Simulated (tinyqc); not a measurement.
Pinning factor and neutrality level from two metals.

Problem. On an oxide a metal of vacuum work function pM shows the effective value Phi + S (pM - Phi), with S = 1/(1 + 0.1 (eps_inf - 1)^2). Find S, Phi and eps_inf.

effective work functions for metals of 4.2 and 5.39 eV (eV): [4.7067706, 4.9240980]

Answer. The slope is S, and the point where both work functions agree is Phi.

S = 0.183
Phi = 4.82 eV
eps_inf = 7.69

Computed by the program tinyqc: `OMP_NUM_THREADS=1 python tinyqc.py 2410025 2410026 out.jsonl`, one thread of a shared Intel Xeon 2.30GHz, about 0.01 s for the whole run.
